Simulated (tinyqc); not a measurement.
Pressure-driven transition between two phases with analytic equations of state: one step, computed by the program tinyqc.

Each phase obeys E = E0 + (B0 V/B') [(V0/V)^B'/(B' - 1) + 1] - B0 V0/(B' - 1), P = (B0/B') [(V0/V)^B' - 1]; E0 = 0 for phase 1 and Delta E0 for phase 2. H = E + P V.

Problem. Shift with temperature. Start from P = Delta E0/(V0 of phase 1 - V0 of phase 2); at each P solve P(V) = P for both phases and step P(new) = P - (H_2 - H_1)/(V_2 - V_1); stop when |H_2 - H_1| < 1e-10 eV. At the zero-temperature transition the volume change is V_2/V_1 - 1 and the work is P (V_1 - V_2). At T the condition is H_2 - H_1 - T Delta S = 0, with Delta S constant and thermal expansion left out; the Clausius-Clapeyron slope is dP/dT = Delta S/(V_2 - V_1) at the zero-temperature point.

Inputs (values chosen for the exercise, for two model phases):

| quantity | value | unit |
|---|---|---|
| volume V0 of phase 1 | 18.5 | angstrom^3/atom |
| B0 of phase 1 | 30.7 | GPa |
| B' of phase 1 | 3.75 | - |
| volume V0 of phase 2 | 15.4 | angstrom^3/atom |
| B0 of phase 2 | 39 | GPa |
| B' of phase 2 | 3.64 | - |
| energy of phase 2 above phase 1, Delta E0 | 0.06 | eV/atom |
| entropy of phase 2 less phase 1, Delta S | 0.38 | k_B/atom |
| temperature T | 900 | K |

Equation of state: Murnaghan.

V_2 at the transition = 14.27291 angstrom^3

V_1 at the transition = 16.85766 angstrom^3

transition pressure = 3.414765 GPa

Constants: k_B = 8.617333262e-05 eV/K; 1 eV/angstrom^3 = 160.2176634 GPa.

Give: Clapeyron slope; transition pressure at T; linear estimate at T.

Solution.

Clapeyron slope = -2.030 MPa/K

transition pressure at T = 1.660 GPa

linear estimate at T = 1.588 GPa

The dense phase has the higher entropy, so heating lowers the transition pressure. Caution: a constant Delta S holds only at high temperature; it vanishes as T goes to 0, so the shift counted from T = 0 is somewhat too large.
